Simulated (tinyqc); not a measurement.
Finite square well with mass mismatch (envelope functions), step by step. Values are carried at full precision from step to step, so a last printed digit may differ when a step is redone from the rounded ones.

A square well of width L and depth V0, mass mw inside and mb outside, energies from the bottom of the well, c = hbar^2/2m0. k = sqrt(mw E/c), kappa = sqrt(mb (V0 - E)/c). psi and psi'/m are continuous at the walls (BenDaniel-Duke), so level n solves k L + 2 atan[(k/mw)/(kappa/mb)] = n pi.

Constants: hbar^2/2m0 = 3.80998211 eV angstrom^2.

Values chosen for the exercise (near those of a GaAs well in AlGaAs; shifted at random, so the results belong to these values and not to a real crystal): L = 153 angstrom (well width); V0 = 0.292 eV (barrier height); mw = 0.0685 m0 (mass in the well); mb = 0.0969 m0 (mass in the barrier); alpha_w = 0.55 1/eV (non-parabolicity in the well); alpha_b = 0.17 1/eV (non-parabolicity in the barrier).

## How many levels are bound

At E = V0 the arctangent equals pi/2, so level n is bound if k0 L > (n - 1) pi with k0 = sqrt(mw V0/c). Compare with the infinitely deep well, E1(hard) = c (pi/L)^2/mw.

k0 = 0.07246 1/angstrom
k0 L/pi = 3.5287
number of bound levels = 4
E1(hard) = 0.0235 eV

The count does not depend on mb. One more level binds at L = 173.4 angstrom.

## The lowest level by bisection

f(E) = k L + 2 atan[(k/mw)/(kappa/mb)] - pi rises with E. Twelve halvings of [0, V0]: keep the half in which f changes sign.

Bisection:
```
step  low (eV)  high (eV)  midpoint (eV)        k    kappa        f
1      0.00000    0.29200        0.14600  0.05123  0.06094   6.4406
2      0.00000    0.14600        0.07300  0.03623  0.07463   3.6048
3      0.00000    0.07300        0.03650  0.02562  0.08061   1.6228
4      0.00000    0.03650        0.01825  0.01811  0.08344   0.2258
5      0.00000    0.01825        0.00912  0.01281  0.08482  -0.7610
6      0.00912    0.01825        0.01369  0.01569  0.08413  -0.2257
7      0.01369    0.01825        0.01597  0.01694  0.08379   0.0081
8      0.01369    0.01597        0.01483  0.01633  0.08396  -0.1065
9      0.01483    0.01597        0.01540  0.01664  0.08387  -0.0487
10     0.01540    0.01597        0.01568  0.01679  0.08383  -0.0202
11     0.01568    0.01597        0.01583  0.01687  0.08381  -0.0060
12     0.01583    0.01597        0.01590  0.01691  0.08380   0.0011
```

After twelve halvings the bracket is V0/4096 = 0.071 meV wide.

## Bound levels

Solve the condition for each n (six at most). With A = cos(kL/2) for even and sin(kL/2) for odd levels, the probability in the barriers is Pb = (A^2/kappa)/(A^2/kappa + L/2 +/- sin(kL)/(2k)), + for even.

Levels:
```
n  parity  E (eV)  k (1/angstrom)  kappa (1/angstrom)      Pb
1    even  0.0159         0.01690             0.08380  0.0097
2     odd  0.0634         0.03375             0.07625  0.0395
3    even  0.1413         0.05041             0.06190  0.0964
4     odd  0.2442         0.06626             0.03488  0.2362
```

The lowest level lies at 68 % of the infinite-well value and decays into the barrier over 1/kappa = 11.9 angstrom.

## Mass in the plane and density of states

To first order in the in-plane energy, 1/m_par = (1 - Pb)/mw + Pb/mb for each subband. Each adds a step D = m_par/(2 pi c) to the density of states per area (spin included, one valley); 1/angstrom^2 = 1e16/cm^2.

Subbands:
```
n  m_par (m0)  D (1e13/(eV cm^2))
1      0.0687               2.870
2      0.0693               2.895
3      0.0705               2.945
4      0.0736               3.074
```

## Levels with energy-dependent masses

Non-parabolic bands: mw is replaced by mw (1 + alpha_w E) and mb by mb (1 - alpha_b (V0 - E)), in k, kappa and the matching condition alike.

Solve the same condition with the energy-dependent masses, and list the shift from the parabolic levels that exist in both.

Levels:
```
n  E (eV)  mass inside  mass outside  shift (meV)
1  0.0159       0.0691        0.0924          0.0
2  0.0623       0.0708        0.0931         -1.1
3  0.1348       0.0736        0.0943         -6.5
4  0.2256       0.0770        0.0958        -18.6
```

Level 1 moves by 0.0 meV and level 4 by -18.6 meV.

## Checks

- Lowest level by finite differences (200 cells across the well) against the matching condition, eV: both 0.0159.

Run: tinyqc, `OMP_NUM_THREADS=1 python tinyqc.py 1281978 1281979 out.jsonl`; Intel(R) Xeon(R) Processor @ 2.30GHz, one thread, shared host; about 0.01 s of CPU time with all checks.
